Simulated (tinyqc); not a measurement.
Boltzmann transport in a parabolic band with a power-law relaxation time, step by step. Values are carried at full precision from step to step, so a last printed digit may differ when a step is redone from the rounded ones.

F_j(eta) = (1/Gamma(j + 1)) integral_0^infinity x^j dx/(1 + exp(x - eta)), which tends to exp(eta) for eta << 0.

n = N F_1/2(eta) with N = 2 (m kB T/(4 pi c))^(3/2) with c = hbar^2/2m0, in 1/angstrom^3; times 1e24 for 1/cm^3, m = md.

Constants: hbar^2/2m0 = 3.80998211 eV angstrom^2; kB = 8.617333262e-05 eV/K.

Inputs chosen for the exercise (masses near those of Ge; tau0 is set for a mobility of the usual size at this n, kL is a free input; freeze-out and phonon drag, which matter near 77 K, are left out; not measured data): n = 9.9e+18 1/cm^3 (electron density); md = 0.557 m0 (density-of-states mass); T = 300 K; r = 0 (exponent of tau); tau0 = 19 fs (tau at E = kT); mc = 0.1212 m0 (conductivity mass); kL = 81 W/(m K) (lattice thermal conductivity).

## Reduced Fermi level

Solve for eta.

N = 1.043e+19 1/cm^3
eta = 0.2789

## Integrals for r = 0 (a constant relaxation time)

tau = tau0 x^r with x = E/kT. With K_j = Gamma(j + 1) F_j(eta): <tau> = tau0 (r + 3/2) K_(r+1/2)/((3/2) K_(1/2)); mu = <tau>/(mc m0/e), m0/e = 5.685630e-12 kg/C; Hall factor rH = (3/2) K_(1/2) (2r + 3/2) K_(2r+1/2)/((r + 3/2) K_(r+1/2))^2; Seebeck S = -(kB/e) [(r + 5/2) K_(r+3/2)/((r + 3/2) K_(r+1/2)) - eta]; Lorenz number L = (kB/e)^2 [(r + 7/2) K_(r+5/2)/((r + 3/2) K_(r+1/2)) - ((r + 5/2) K_(r+3/2)/((r + 3/2) K_(r+1/2)))^2]; kB/e in V/K. Valley anisotropy is left out of rH.

Evaluate F_j and K_j for j = 1/2, r + 1/2, r + 3/2, r + 5/2 and 2r + 1/2 (each value once).

F_j and K_j:
```
j        F_j      K_j
0.5  0.94903  0.84106
1.5   1.1055   1.4696
2.5   1.2014   3.9928
```

## Transport coefficients

Form the ratios; u is the mean energy carried, in kT.

<tau>/tau0 = 1.000
rH = 1.000
u = 2.912
S = -226.9 microvolt/K
L = 1.928 1e-8 W ohm/K^2

The non-degenerate limits are rH = 1.000, u = r + 5/2 = 2.5 and L = (r + 5/2)(kB/e)^2 = 1.856; the degenerate ones are rH = 1 and L = 2.443.

## Mobility, conductivity and figure of merit

mu = <tau>/(mc m0/e) with m0/e = 5.685630e-12 kg/C; sigma = e n mu, e = 1.602176634e-19 C; Hall mobility rH mu; power factor S^2 sigma; ZT = S^2 sigma T/(kL + L sigma T), all in SI units.

mu = 276 cm^2/(V s)
Hall mobility = 276 cm^2/(V s)
sigma = 437 S/cm
power factor = 2.25 mW/(m K^2)
electronic thermal conductivity = 0.253 W/(m K)
ZT = 0.0083

A Hall measurement read with rH = 1 would give a density of 9.90e+18 1/cm^3. Electrons carry 0.31 % of the heat.

## Checks

- Seebeck coefficient against direct integration over -df/dE (microvolt/K): both -226.9.

(tinyqc, `OMP_NUM_THREADS=1 python tinyqc.py 1652575 1652576 out.jsonl`, Intel(R) Xeon(R) Processor @ 2.30GHz, 1 thread, shared host, about 0.02 s.)
